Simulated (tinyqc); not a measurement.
Pair of shallow donors (hydrogen-like orbitals), step by step. Values are carried at full precision from step to step, so a last printed digit may differ when a step is redone from the rounded ones.

Each donor has the orbital exp(-r/a); energy unit Ha* = q/(eps a), q = e^2/(4 pi eps0), so that a lone donor is bound by Ha*/2; x = R/a. One electron: S = (1 + x + x^2/3) exp(-x), j = 1/x - (1 + 1/x) exp(-2x), k = (1 + x) exp(-x); levels E(+/-) = -1/2 - (j +/- k)/(1 +/- S) in Ha*, without the repulsion of the ions, split by D = |E(-) - E(+)|.

Constants: e^2/(4 pi eps0) = 14.39964547 eV angstrom; hbar = 6.58211957e-16 eV s.

Parameters, chosen for this exercise (near those of two donors in GaAs; shifted at random, so the results belong to these values and not to a real crystal):
```
symbol  value  unit      meaning
a       94.3   angstrom  orbital radius
eps     12.9             dielectric constant
R       514    angstrom  separation
dV      0.23   D         detuning between the donors, in units of D
```

## Distance and integrals

Give Ha*, R, x, S, j, k.

Ha* = 11.837 meV
R = 514.00 angstrom
x = 5.4507

S, j, k: [0.07021, 0.18344, 0.02770]

## One electron on two donors

Give both levels, the splitting D = |E(-) - E(+)| and the tunnelling frequency D/(2 pi hbar).

E(+), E(-) (meV): [-8.254, -7.901]

D = 0.3525 meV
frequency = 85.23 GHz

The second ion deepens the mean level by 2.16 meV, against Ha*/x = 2.17 meV for a point charge.

## Detuning by a gate

Two-level picture for one electron: with detuning u = dV D the splitting is sqrt(D^2 + u^2) and the lower state has weight (1 + u/sqrt(D^2 + u^2))/2 on the lower donor; the field needed is u/(e R), 1 meV/angstrom = 100 kV/cm.

splitting = 0.3617 meV
weight = 0.612
field = 0.0158 kV/cm

## Two electrons and exchange

Two electrons, Heitler-London: with S' = (1 - x + x^2/3) exp(x), C = 1/x - exp(-2x)(1/x + 11/8 + 3x/4 + x^2/6), X = (1/5){exp(-2x)(25/8 - 23x/4 - 3x^2 - x^3/3) + (6/x)[S^2 (0.5772157 + ln x) + S'^2 Ei(-4x) - 2 S S' Ei(-2x)]}, Q = C - 2j + 1/x and A = X - 2 S k + S^2/x, the singlet and triplet lie at (Q +/- w A)/(1 +/- w S^2) from two lone donors, with the valley weight w = 1 (one valley); the exchange is J = triplet - singlet.

Give C, X, Q, A and J.

C, X, Q, A (Ha*): [0.1833, 0.001891, -0.0001517, -0.001093]

J = 25.9 micro-eV

A swap of the two spins takes pi hbar/J = 0.0799 ns (hbar = 6.58212e-16 eV s). Against the one-electron splitting D = 0.352 meV, J/D = 0.073: exchange needs both electrons to tunnel and falls as exp(-2x), D as exp(-x).

## Checks

- Heitler-London binding at x = 1.6425 against the known 0.1160 hartree: both 0.1160.
- Overlap S by quadrature in spheroidal coordinates against the formula: both 0.07021.

(tinyqc, `OMP_NUM_THREADS=1 python tinyqc.py 1280929 1280930 out.jsonl`, Intel(R) Xeon(R) Processor @ 2.30GHz, 1 thread, shared host, about 0.01 s.)
